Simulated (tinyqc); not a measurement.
CCSD on RHF in the 6-311g basis, for H2, spin multiplicity 1, step by step. One step of it, computed by the program tinyqc.

Problem. Iteration 6 (converged): orbitals. Diagonalise F' = X^T F X, C = X C', fill 1 alpha and 1 beta electrons from the bottom; D = 2 C_occ C_occ^T. Each column has its largest component positive (the first on a tie).

converged F (hartree):
```
           1H 1s      1H 2s      1H 3s      2H 1s      2H 2s      2H 3s
1H 1s   0.691268  -0.337951  -0.409585  -0.312853  -0.376646  -0.354998
1H 2s  -0.337951  -0.265032  -0.343714  -0.376646  -0.404055  -0.362847
1H 3s  -0.409585  -0.343714  -0.257436  -0.354998  -0.362847  -0.283744
2H 1s  -0.312853  -0.376646  -0.354998   0.691268  -0.337951  -0.409585
2H 2s  -0.376646  -0.404055  -0.362847  -0.337951  -0.265032  -0.343714
2H 3s  -0.354998  -0.362847  -0.283744  -0.409585  -0.343714  -0.257436
```

X:
```
           1H 1s      1H 2s      1H 3s      2H 1s      2H 2s      2H 3s
1H 1s   1.375929  -0.752649   0.210870   0.045977   0.006263  -0.047266
1H 2s  -0.752649   2.177766  -1.042005   0.006263  -0.346132   0.247014
1H 3s   0.210870  -1.042005   2.266146  -0.047266   0.247014  -1.063641
2H 1s   0.045977   0.006263  -0.047266   1.375929  -0.752649   0.210870
2H 2s   0.006263  -0.346132   0.247014  -0.752649   2.177766  -1.042005
2H 3s  -0.047266   0.247014  -1.063641   0.210870  -1.042005   2.266146
```

Give: F' = X^T F X; orbital energies; coefficients C; D after iteration 6.

Solution.

F' = X^T F X (hartree):
```
         1        2        3        4        5        6
1   1.7231  -1.1750   0.0036  -0.0117  -0.1741  -0.1257
2  -1.1750   0.9282  -0.3800  -0.1741  -0.1999  -0.0298
3   0.0036  -0.3800   0.1732  -0.1257  -0.0298  -0.1325
4  -0.0117  -0.1741  -0.1257   1.7231  -1.1750   0.0036
5  -0.1741  -0.1999  -0.0298  -1.1750   0.9282  -0.3800
6  -0.1257  -0.0298  -0.1325   0.0036  -0.3800   0.1732
```

orbital energies (hartree): MO1 -0.5153, MO2 0.1121, MO3 0.3329, MO4 0.5348, MO5 2.5217, MO6 2.6628

coefficients C:
```
          MO1      MO2      MO3      MO4      MO5      MO6
1H 1s  0.1562   0.1092  -0.0452  -0.0983  -1.0882  -1.1298
1H 2s  0.3063   0.0934  -0.8471  -1.2893   1.6226   1.2085
1H 3s  0.1769   1.4330   0.8976   1.8189  -1.0227  -0.4641
2H 1s  0.1562  -0.1092  -0.0452   0.0983   1.0882  -1.1298
2H 2s  0.3063  -0.0934  -0.8471   1.2893  -1.6226   1.2085
2H 3s  0.1769  -1.4330   0.8976  -1.8189   1.0227  -0.4641
```

D after iteration 6:
```
        1H 1s   1H 2s   1H 3s   2H 1s   2H 2s   2H 3s
1H 1s  0.0488  0.0957  0.0552  0.0488  0.0957  0.0552
1H 2s  0.0957  0.1876  0.1084  0.0957  0.1876  0.1084
1H 3s  0.0552  0.1084  0.0626  0.0552  0.1084  0.0626
2H 1s  0.0488  0.0957  0.0552  0.0488  0.0957  0.0552
2H 2s  0.0957  0.1876  0.1084  0.0957  0.1876  0.1084
2H 3s  0.0552  0.1084  0.0626  0.0552  0.1084  0.0626
```
